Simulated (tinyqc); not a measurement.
On-chip interconnect, size-dependent resistivity and RC delay: two steps of the calculation.

A rectangular line between two neighbours and two ground planes. Surface and grain-boundary scattering are added to the bulk resistivity as corrections; capacitances are parallel-plate values without fringing; inductance is ignored.

Inputs (values chosen for the exercise); metal values close to those of aluminium:

| symbol | value | unit | meaning |
|---|---|---|---|
| Lw | 240 | um | line length |
| Rd | 330 | ohm | driver resistance |
| Cl | 0.36 | fF | load capacitance |
| dt | 1100 | ps | time step |

Problem 1. Ladder and Elmore delays. 4 equal pi sections: series Rs = r Lw/4; node capacitances c Lw/4, halved at nodes 0 and 4, with Cl added to node 4; Rd feeds node 0. Elmore delay of node k: the sum, over the resistors on the path to k, of resistance times all capacitance downstream of it.

r = 1113.5085 ohm/um
c = 0.12845656 fF/um

Give: Rs; C; Elmore delay.

Solution 1.

Rs = 66811 ohm

```
node	C (fF)	Elmore delay (ps)
0	3.8537	10.293
1	7.7074	1836.6
2	7.7074	3148.0
3	7.7074	3944.5
4	4.2137	4226.0
```

The far-end value equals Rd (c Lw + Cl) + r Lw (c Lw/2 + Cl) for any number of pi sections; the line resistance contributes 99.8 % of it.

Problem 2. Node voltages after a time step. A 1 V step is applied behind Rd at t = 0. C dv/dt = -G v + b, with G the conductance matrix of the ladder (1/Rs between neighbours, 1/Rd added at node 0) and b = (1 V/Rd, 0, ...). Backward Euler step: (C/dt + G) v(new) = (C/dt) v + b.

Rs = 66810.507 ohm

```
node	C (fF)	v at t = 1 dt (V)
0	3.8536967	0.99647183
1	7.7073934	0.51540850
2	7.7073934	0.27561954
3	7.7073934	0.16485431
4	4.2136967	0.13126110
```

Give: v at t = 2 dt.

Solution 2.

v at t = 2 dt, node 0 to 4 (V): 0.99849  0.69413  0.47343  0.34532  0.30170

Range of the model: The metal width is under the mean free path, where the thick-limit surface term and the simple sum of corrections lose accuracy.

Numbers from tinyqc (`OMP_NUM_THREADS=1 python tinyqc.py 2100047 2100048 out.jsonl`; about 0.01 s on one thread of a shared Intel Xeon 2.30GHz).
